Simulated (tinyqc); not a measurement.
# Read current of a NAND string, cells in series solved by shooting: what changes with what

Cells in series, numbered from 0 at the source line (0 V) to the bit line, each followed by a gap resistance Rg. A cell with gate Vg, threshold VT, source Vs and drain Vd passes I = 2 nf K Vt^2 [F(Vs) - F(Vd)]/(1 + th max(Vg - VT, 0)), F(V) = ln^2(1 + exp((Vg - VT - nf V)/(2 nf Vt))). The selected cell has Vg = Vr, the others Vg = Vp.

Parameters, values chosen for the exercise; values of the order met in vertical NAND strings:
- T = 358 K (temperature)
- K = 20 uA/V^2 (gain factor of a cell)
- nf = 1.8 (slope factor)
- th = 0.18 1/V (mobility reduction factor)
- Rg = 6.4 kohm (resistance of the gap between cells)
- Vbl = 0.5 V (bit-line voltage)
- Vp = 6.4 V (pass voltage)
- Ve = -1.5 V (threshold of an erased cell)
- Vh = 3.3 V (threshold of the highest state)
- Vx = 0.4 V (threshold of the selected cell)
- Is = 50 nA (sensing current)
- Vr = 1.7 V (read voltage on the selected word line)

Constants: q = 1.602176634e-19 C, kB = 1.380649e-23 J/K, Vt = kB T/q. Results are converted to the units shown.

Each table varies one quantity; the others keep the values above.

## Read current against the number of cells

For a trial current I start at 0 V and, cell by cell, solve for the drain: sqrt(F(Vd)) = sqrt(F(Vs) - I/k), k = 2 nf K Vt^2/(1 + th max(Vg - VT, 0)), Vd = [Vg - VT - 2 nf Vt ln(exp(sqrt F) - 1)]/nf, then add I Rg. The string current is the I for which the last node reaches Vbl. The apparent threshold is the Vr at which I = Is. Background: all other cells erased (VT = Ve) or all in the highest state (VT = Vh); ratio and shift are high over erased and high minus erased. The selected cell is in the middle, cell n/2.

Read current against the number of cells:
```
n	I, others erased (uA)	I, others high (uA)	ratio	apparent VT, erased (V)	apparent VT, high (V)	background shift (mV)
8	2.091	1.516	0.7251	0.4417	0.4453	3.594
16	1.192	0.8125	0.6814	0.4497	0.4569	7.217
32	0.6400	0.4208	0.6574	0.4656	0.4801	14.55
64	0.3320	0.2141	0.6450	0.4975	0.5270	29.57
96	0.2241	0.1436	0.6407	0.5295	0.5745	45.08
128	0.1691	0.1080	0.6386	0.5615	0.6227	61.13
192	0.1135	0.07222	0.6365	0.6260	0.7220	96.06
```

What does the table show?

With erased neighbours the current falls from 2.09 to 0.113 uA, as n^(-0.81) between the first two rows and n^(-0.98) between the last two (-1 once the series resistance rules). The ratio falls from 0.725 to 0.636 and the background shift rises from 3.59 to 96.1 mV.

## Effect of the read voltage on the selected word line

Same model as above.

The string has 64 cells and the selected one is cell 32.

The same in every row: apparent VT, erased (V) = 0.4975; apparent VT, high (V) = 0.5270; background shift (mV) = 29.57.

Result of one run:
```
Vr (V)	I, others erased (uA)	I, others high (uA)	ratio
2.1	0.3365	0.2159	0.6417
```

What becomes of these results when the read voltage on the selected word line Vr is changed from 2.1 to 0.5 V, all else the same?

Result of the changed run:
```
Vr (V)	I, others erased (uA)	I, others high (uA)	ratio
0.5	0.05085	0.04264	0.8386
```

The whole series:
```
Vr (V)	I, others erased (uA)	I, others high (uA)	ratio
0.1	2.874e-4	2.866e-4	0.9972
0.5	0.05085	0.04264	0.8386
0.9	0.2351	0.1719	0.7313
1.3	0.3199	0.2093	0.6544
1.7	0.3320	0.2141	0.6450
2.1	0.3365	0.2159	0.6417
2.5	0.3389	0.2169	0.6400
2.9	0.3404	0.2175	0.6389
```

As Vr goes from 0.1 to 2.9 V, the current with erased neighbours rises from 2.87e-4 to 0.340 uA, that with high neighbours rises from 2.87e-4 to 0.217 uA and the ratio falls from 0.997 to 0.639. The apparent thresholds do not depend on Vr.

Numbers from tinyqc (`OMP_NUM_THREADS=1 python tinyqc.py 2142140 2142141 out.jsonl`; about 0.6 s on one thread of a shared Intel Xeon 2.30GHz).
